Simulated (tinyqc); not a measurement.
Implant damage, amorphisation by cascade overlap, and solid-phase epitaxial regrowth. From lower edge back to share of defects that survive f. Computed by tinyqc, a small Python program. Command: `OMP_NUM_THREADS=1 python tinyqc.py 3112719 3112720 out.jsonl sper inv`. One thread of a shared host (Intel(R) Xeon(R) Processor @ 2.30GHz), about 0.01 s of CPU time with the checks.

Range and width of the damage are inputs. Dynamic annealing enters only through the surviving share f.

Inputs (values chosen for the exercise, modelled on antimony ions in germanium):
```
quantity                           value    unit
atomic density N                    44.2  1/nm^3
ion Z1                                51       -
ion mass M1                        121.8       u
target Z2                             32       -
target mass M2                     72.63       u
ion energy E                         140     keV
displacement energy E_d               15      eV
depth of the damage peak R_d          45      nm
width of the damage profile s_d       31      nm
critical displaced share x_c         0.1       -
dose Q                           2.5e+15  1/cm^2
```

Constants: a_0 = 0.529177210903 angstrom; e^2/(4 pi eps_0) = 14.39964548 eV angstrom.

Method. Robinson partition: eps = E a M2/(Z1 Z2 (e^2/(4 pi eps_0)) (M1 + M2)), a = 0.8853 a_0/sqrt(Z1^(2/3) + Z2^(2/3)); k = 0.0793 Z1^(2/3) Z2^(1/2) (M1 + M2)^(3/2)/((Z1^(2/3) + Z2^(2/3))^(3/4) M1^(3/2) M2^(1/2)); damage energy T_d = E/(1 + k (eps + 0.40244 eps^(3/4) + 3.4008 eps^(1/6))); displacements nu = 0.8 T_d/(2 E_d). Displaced share x(z) = f nu Q exp(-(z - R_d)^2/(2 s_d^2))/(sqrt(2 pi) s_d N); the layer is amorphous where x > x_c, between R_d -/+ s_d sqrt(2 ln(x_max/x_c)), the upper edge being cut at the surface. Threshold dose Q_c = Q x_c/x_max.

Question. A run gave the result below. Find the share of defects that survive f, known to lie between 0.54 and 0.91.

lower edge = 142.9464 nm

Answer.

Each step takes the trial c = (a f_b - b f_a)/(f_b - f_a), f being the result less the target and a, b, c the logarithms of the listed values; c replaces end b, the old b replaces a if the sign of f changed, and otherwise f_a is halved.

Scan of the range:
```
share of defects that survive f  lower edge (nm)
0.540                                    139.546
0.589                                    140.425
0.643                                    141.304
0.701                                    142.162
0.765                                    143.022
0.834                                    143.865
0.910                                    144.709
```

False position (Illinois rule, in the logarithm of the input) inside the bracket:
```
step     end a     end b     trial  lower edge (nm)
1     0.701000  0.765000  0.759124          142.947
2     0.701000  0.759124  0.759077          142.946
3     0.759124  0.759077  0.759101          142.946
```

Lower edge rises at every point of a 13-point scan of the range (every second point is shown), so one value fits; it is bracketed by 0.701 and 0.765. Answer: share of defects that survive f = 0.7591.
